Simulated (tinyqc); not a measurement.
Harmonic transition-state theory with quantum, tunnelling and friction corrections: one step, computed by the program tinyqc.

One atom hops between equivalent sites; three modes at the minimum and two real modes at the saddle are treated as harmonic, the rest of the crystal as unchanged; melting is ignored, so hot rows may lie above the melting point.

Question. Quantum harmonic rate. Vineyard: nu* = product of minimum frequencies / product of real saddle frequencies; k_cl = nu* exp(-E_b/(k_B T)). Quantum harmonic: k_q = (k_B T/h) [prod 2 sinh(x_i/2) (minimum) / prod 2 sinh(x_j/2) (saddle)] exp(-E_b/(k_B T)), x = h nu/(k_B T). Zero-point correction to the barrier = (h/2)(sum of saddle frequencies - sum of minimum frequencies).

Inputs (values chosen for the exercise, modelled on interstitial carbon in iron): barrier E_b = 0.841 eV; temperature T = 661 K.

Lattice of sites: three-dimensional.

frequencies at the minimum (THz): 12.3  16.4  18.8

real frequencies at the saddle (THz): 19.7  21.9

Constants: h x 1 THz = 4.135667696 meV; k_B = 8.617333262e-05 eV/K.

Give: x at the minimum; x at the saddle; zero-point correction; quantum harmonic rate k_q; ratio k_q/k_cl.

Answer.

x at the minimum: 0.893  1.191  1.365

x at the saddle: 1.430  1.590

zero-point correction = -12.20 meV

quantum harmonic rate k_q = 3.338e+06 1/s

ratio k_q/k_cl = 0.9810

To second order in x the ratio is 1 + (sum x_i^2 - sum x_j^2)/24 = 0.9794.
